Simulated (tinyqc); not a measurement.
## Length offset and series resistance from crossing lines

Question. R_total = Rs + k (L - dL)/Vo with constant Rs, dL and k. Find k, dL and Rs.

R_total at (L, Vo) = (45, 0.41), (135, 0.41), (45, 0.99) and (135, 0.99), L in nm and Vo in V (ohm um): [586.14634, 1508.0976, 336.48485, 718.30303]

Solution. At each overdrive R is a straight line in L with slope k/Vo; the two lines cross at L = dL, R = Rs.

k = 4.20 ohm um V/nm
dL = 3.40 nm
Rs = 160 ohm um

Computed by the program tinyqc: `OMP_NUM_THREADS=1 python tinyqc.py 2282039 2282040 out.jsonl`, one thread of a shared Intel Xeon 2.30GHz, about 0.06 s for the whole run.
